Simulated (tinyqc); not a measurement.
# Square on-chip spiral inductor, lumped pi model: two studies

Outer diameter do = di + 2 n wd + 2 (n - 1) sp, mean da = (do + di)/2, fill p = (do - di)/(do + di), length l = 4 n da. L = 2.34 mu0 n^2 da/(1 + 2.75 p), mu0 = 4 pi 1e-7 H/m. Rs = rho l/(wd delta (1 - exp(-th/delta))), delta = sqrt(rho/(pi f mu0)). Cs = n wd^2 eps0 eo/hu across the coil. At each end Cox = l wd eps0 eo/(2 ho) leads to the substrate branch Rsi = 2 rs he/(l wd) in parallel with Csi = l wd eps0 11.7/(2 he). With one end grounded Y = 1/(Rs + i w L) + i w Cs + 1/[1/(i w Cox) + 1/(1/Rsi + i w Csi)], w = 2 pi f; Q = -Im Y/Re Y. Eddy currents in neighbouring turns and in the substrate are left out.

Parameters, values chosen for the exercise; values of the order met in silicon radio-frequency processes: number of turns n = 1.5; line width wd = 15 um; space between turns sp = 3 um; inner diameter di = 80 um; metal thickness th = 4 um; metal resistivity rho = 2.2 uohm cm; oxide below the coil ho = 4 um; oxide between coil and underpass hu = 1 um; relative permittivity of the oxide eo = 3.9; substrate resistivity rs = 10 ohm cm; effective spreading depth in the substrate he = 30 um; frequency f = 8.7 GHz.

Constants: eps0 = 8.8541878128e-12 F/m. Results are converted to the units shown.

Each table varies one quantity; the others keep the values above.

## Quality factor against frequency

Apparent inductance Im(1/Y)/w; share of the loss Re(substrate branch)/Re Y.

Quality factor against frequency:
```
f (GHz),Rs (ohm),w L/Rs,Q,apparent inductance (nH),loss in the substrate (%)
0.84,0.4507,4.929,4.925,0.4212,0.03205
1.4,0.5301,6.985,6.960,0.4216,0.1936
2.3,0.6367,9.554,9.420,0.4225,0.9973
3.7,0.7755,12.62,12.01,0.4246,3.946
6,0.9648,16.45,14.19,0.4290,11.96
9.9,1.226,21.36,14.85,0.4400,27.16
16,1.553,27.26,13.12,0.4695,46.09
26,1.977,34.78,8.903,0.5698,64.94
43,2.542,44.74,2.480,1.304,80.04
```

Q goes from 4.92 through a maximum of 14.9 (at f = 9.9 GHz among the rows listed) to 2.48; the exact peak is 14.9 at 8.95 GHz and Q reaches zero at the self-resonance, 50.7 GHz. The share of the substrate rises from 0.0321 to 80.0 %, and the apparent inductance ends at 3.10 times L. At the peak the substrate takes 23.6 % of the loss. For f = 43 the coil is longer than 0.15 of a wavelength in the oxide, where one lumped section is rough.

## Effect of the substrate resistivity

Same model as above.

Peak Q and its frequency from a search over f; self-resonance where Im Y = 0; Q at the given f (negative beyond resonance).

The same in every row: L (nH) = 0.4209; do (um) = 128.0.

Results:
```
rs (ohm cm),peak Q,f of the peak (GHz),self-resonance (GHz),Q at f
0.1,19.79,12.72,34.05,18.41
3,14.75,7.058,48.46,14.30
10,14.90,8.952,50.69,14.90
30,18.87,14.73,50.89,17.32
100,22.86,19.37,50.92,18.72
1000,25.64,22.38,50.92,19.33
10000,25.99,22.75,50.92,19.39
```

Estimate the missing row, rs = 1 ohm cm.

Computed row:
```
rs (ohm cm),peak Q,f of the peak (GHz),self-resonance (GHz),Q at f
1,16.43,8.494,39.13,16.42
```

With this row back in the table: As rs goes from 0.1 to 10000, L stays at 0.421 nH, the peak Q goes from 19.8 through a minimum of 14.8 (at rs = 3 among the rows listed) to 26.0, its frequency goes from 12.7 through a minimum of 7.06 (at rs = 3 among the rows listed) to 22.8 GHz and the self-resonance rises from 34.0 to 50.9 GHz. In this model both a very low and a very high resistivity dissipate little: the first shorts the branch to a pure Cox, the second blocks the current. For rs = 0.1, 1 eddy currents in the substrate, left out, would lower Q markedly.

Program tinyqc, `OMP_NUM_THREADS=1 python tinyqc.py 2302207 2302208 out.jsonl`; Intel Xeon 2.30GHz, shared host, one thread, about 0.01 s.
